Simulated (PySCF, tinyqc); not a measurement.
CISD on RHF in the 6-311g basis, for H2, spin multiplicity 1, step by step. The lowest restricted solution is unstable here: a spin-polarised one lies 0.0001 hartree lower (PySCF). One step of it, computed by the program tinyqc.

Problem. CISD: determinants and Hamiltonian. Slater-Condon rules over spin orbitals, with the nuclear repulsion added and E(HF) subtracted on the diagonal. Only determinants linked to the reference directly or through others are kept (one block of an abelian symmetry group), so some states are absent.

one-electron integrals over orbitals h = C^T H C (hartree), lower triangle:
```
           1          2          3          4         5         6
1  -1.008306
2   0.000000  -0.590502
3   0.109262   0.000000  -0.295355
4   0.000000   0.193893   0.000000  -0.249223
5   0.000000   0.033883   0.000000  -0.172445  1.493606
6   0.043462   0.000000  -0.117380   0.000000  0.000000  1.567831
```

Two-electron integrals over orbitals (pq|rs), unique and non-zero (hartree):
```
(11|11) 0.521053    (21|21) 0.095406    (22|11) 0.384388    (22|22) 0.336354
(31|11) -0.109262   (31|22) -0.052021   (31|31) 0.052066    (32|21) -0.001573
(32|32) 0.025216    (33|11) 0.346916    (33|22) 0.288718    (33|31) -0.040553
(33|33) 0.279599    (41|21) -0.077844   (41|32) 0.022779    (41|41) 0.083168
(42|11) -0.135868   (42|22) -0.073438   (42|31) 0.053317    (42|33) -0.055593
(42|42) 0.071004    (43|21) 0.067478    (43|32) 0.004943    (43|41) -0.051725
(43|43) 0.055008    (44|11) 0.415475    (44|22) 0.337913    (44|31) -0.074641
(44|33) 0.297266    (44|42) -0.093895   (44|44) 0.358910    (51|21) -0.027648
(51|32) 0.022680    (51|41) 0.044900    (51|43) -0.025719   (51|51) 0.061854
(52|11) -0.030766   (52|22) -0.002885   (52|31) 0.026320    (52|33) -0.009500
(52|42) 0.020926    (52|44) -0.025782   (52|52) 0.036619    (53|21) 0.036847
(53|32) -0.015097   (53|41) -0.043651   (53|43) 0.025366    (53|51) -0.037229
(53|53) 0.030386    (54|11) 0.108672    (54|22) 0.052450    (54|31) -0.051862
(54|33) 0.045758    (54|42) -0.056545   (54|44) 0.079814    (54|52) -0.043894
(54|54) 0.074526    (55|11) 0.544151    (55|22) 0.405067    (55|31) -0.129366
(55|33) 0.352788    (55|42) -0.159841   (55|44) 0.450051    (55|52) -0.071381
(55|54) 0.166573    (55|55) 0.665546    (61|11) -0.043462   (61|22) -0.024480
(61|31) 0.030953    (61|33) -0.015352   (61|42) 0.033850    (61|44) -0.045863
(61|52) 0.040983    (61|54) -0.058111   (61|55) -0.112121   (61|61) 0.063499
(62|21) -0.025596   (62|32) 0.014278    (62|41) 0.034945    (62|43) -0.023067
(62|51) 0.043399    (62|53) -0.026520   (62|62) 0.032932    (63|11) 0.074167
(63|22) 0.044660    (63|31) -0.031792   (63|33) 0.030048    (63|42) -0.039136
(63|44) 0.058624    (63|52) -0.023531   (63|54) 0.045613    (63|55) 0.114648
(63|61) -0.037618   (63|63) 0.032161    (64|21) 0.047232    (64|32) -0.024291
(64|41) -0.059784   (64|43) 0.034210    (64|51) -0.059044   (64|53) 0.042571
(64|62) -0.044180   (64|64) 0.066734    (65|21) 0.139366    (65|32) -0.030030
(65|41) -0.140530   (65|43) 0.102181    (65|51) -0.108268   (65|53) 0.090448
(65|62) -0.083956   (65|64) 0.130826    (65|65) 0.309143    (66|11) 0.565620
(66|22) 0.407743    (66|31) -0.137779   (66|33) 0.362165    (66|42) -0.169743
(66|44) 0.460275    (66|52) -0.078941   (66|54) 0.176614    (66|55) 0.684113
(66|61) -0.113285   (66|63) 0.118170    (66|66) 0.713814
```

nuclear repulsion = 0.43878707 hartree

Hartree-Fock energy = -1.05677162 hartree

Give: determinants; H - E(HF) between determinants.

Solution.

Occupation strings over the orbitals (2 doubly, a alpha, b beta, 0 empty; spin orbitals ordered 1a 1b 2a 2b ...): 200000 a0b000 a0000b b0a000 b0000a 020000 0a0b00 0a00b0 002000 00a00b 0b0a00 000200 000ab0 0b00a0 000ba0 000020 00b00a 000002

H - E(HF) between determinants (hartree), lower triangle:
```
        200000  a0b000  a0000b  b0a000  b0000a  020000  0a0b00  0a00b0
200000   0.000
a0b000   0.000   0.539
a0000b   0.000  -0.043   2.621
b0a000   0.000  -0.052  -0.031   0.539
b0000a   0.000  -0.031  -0.063  -0.043   2.621
020000   0.095  -0.002  -0.026   0.002   0.026   0.651
0a0b00  -0.078   0.067   0.047  -0.023  -0.035   0.120   0.994
0a00b0  -0.028   0.037   0.139  -0.023  -0.043   0.031  -0.120   2.804
002000   0.052   0.069  -0.032  -0.069   0.032   0.025   0.005  -0.015
00a00b   0.031  -0.032  -0.029  -0.028   0.038   0.014  -0.024  -0.030
0b0a00   0.078  -0.023  -0.035   0.067   0.047  -0.120  -0.071  -0.021
000200   0.083  -0.052  -0.060   0.052   0.060   0.071   0.100  -0.057
000ab0   0.045  -0.044  -0.141   0.026   0.059   0.021  -0.057   0.034
0b00a0   0.028  -0.023  -0.043   0.037   0.139  -0.031  -0.021  -0.037
000ba0  -0.045   0.026   0.059  -0.044  -0.141  -0.021  -0.008   0.044
000020   0.062  -0.037  -0.108   0.037   0.108   0.037  -0.044  -0.037
00b00a  -0.031  -0.028   0.038  -0.032  -0.029  -0.014   0.023   0.027
000002   0.063  -0.038  -0.070   0.038   0.070   0.033  -0.044  -0.084

        002000  00a00b  0b0a00  000200  000ab0  0b00a0  000ba0  000020
002000   1.184
00a00b  -0.087   3.130
0b0a00  -0.005   0.023   0.994
000200   0.055   0.034  -0.100   1.356
000ab0   0.025   0.102  -0.008  -0.093   3.190
0b00a0   0.015   0.027  -0.120   0.057   0.044   2.804
000ba0  -0.025  -0.043  -0.057   0.093  -0.075   0.034   3.190
000020   0.030   0.090   0.044   0.075  -0.006   0.037   0.006   5.148
00b00a   0.087  -0.032  -0.024  -0.034  -0.043  -0.030   0.102  -0.090
000002   0.032   0.001   0.044   0.067   0.131   0.084  -0.131   0.309

        00b00a  000002
00b00a   3.130
000002  -0.001   5.345
```
